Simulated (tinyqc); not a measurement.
Inside a calculation: linear model of a band gap against the share of exact exchange. Values are carried at full precision from step to step, so a last printed digit may differ when a step is redone from the rounded ones.

E(alpha) = E0 + S alpha. A wider gap screens less, modelled in the Penn form eps(alpha) = 1 + (e0 - 1)(EP/(EP + S alpha))^2 with a scale EP chosen for the exercise. A dielectric-dependent hybrid takes alpha = 1/eps.

Values chosen for the exercise (of the order of those of TiO2; shifted at random, so the results belong to these values and not to a real crystal):
```
symbol   value  unit  meaning
E0       1.87   eV    gap of the semi-local functional
S        9.2    eV    slope dE/d(alpha)
e0       8.47         optical dielectric constant at alpha = 0
EP       12.7   eV    energy scale of the screening
Et       3.29   eV    target gap
a_start  0.25         starting alpha
fv       0.77         share of the opening taken by the valence edge
Ed       1.18   eV    defect level above the semi-local valence top
cd       0            shift of the level per unit opening, on the scale of the mean potential
```

## Fixed shares

Gap, error against the target and eps for alpha = 0, 0.25 and 1/e0; and the alpha that meets the target, (Et - E0)/S.

Results:
```
alpha,E (eV),E - Et (eV),eps
0.0000,1.870,-1.420,8.470
0.2500,4.170,0.880,6.355
0.1181,2.956,-0.334,7.339
```

alpha for the target = 0.1543

A quarter of exact exchange overshoots the target by 0.88 eV: the material needs 0.154, and 1/e0 = 0.118 lies closer to it than 0.25 does.

## Self-consistent share

Iterate alpha -> 1/eps(alpha) seven times from a_start. The fixed point solves alpha eps(alpha) = 1; the contraction factor there is 2 (eps - 1) S/((EP + S alpha) eps^2).

Iterates:
```
step,alpha,eps,E (eV)
0,0.25000,6.3548,4.1700
1,0.15736,7.0194,3.3177
2,0.14246,7.1378,3.1806
3,0.14010,7.1569,3.1589
4,0.13973,7.1599,3.1555
5,0.13967,7.1604,3.1549
6,0.13966,7.1605,3.1548
7,0.13966,7.1605,3.1548
```

fixed point = 0.13966
contraction factor = 0.1581

The factor is positive, so the iterates approach from one side, the error shrinking to 0.16 of itself each step; the gap is within 0.01 eV of its limit from step 3. Self-consistency moves the gap by +0.199 eV against the one-shot choice 1/e0, since a wider gap screens less.

## Band edges and a deep level

The opening c = S alpha lowers the valence top by fv c and raises the conduction edge by (1 - fv) c, both against the mean potential; the level moves by cd c. Use the fixed point. Compare with stretching the level in proportion to the gap and with pinning it to either edge.

opening c = 1.285 eV

shifts of the valence and conduction edges (eV): -0.989  0.296

level above the valence top = 2.169 eV
level below the conduction edge = 0.986 eV

level above the valence top: stretched, tied to the valence edge, tied to the conduction edge (eV): 1.991  1.180  2.465

The three recipes err by -0.18, -0.99 and +0.30 eV against alignment through the mean potential. A localised level with cd = 0 stays put while the edges move away from it.

## Checks

- Fixed point by bisection against 60 substitutions: both 0.13966.

Program tinyqc; command `OMP_NUM_THREADS=1 python tinyqc.py 1880077 1880078 out.jsonl`; about 0.01 s on one thread of a shared Intel(R) Xeon(R) Processor @ 2.30GHz.
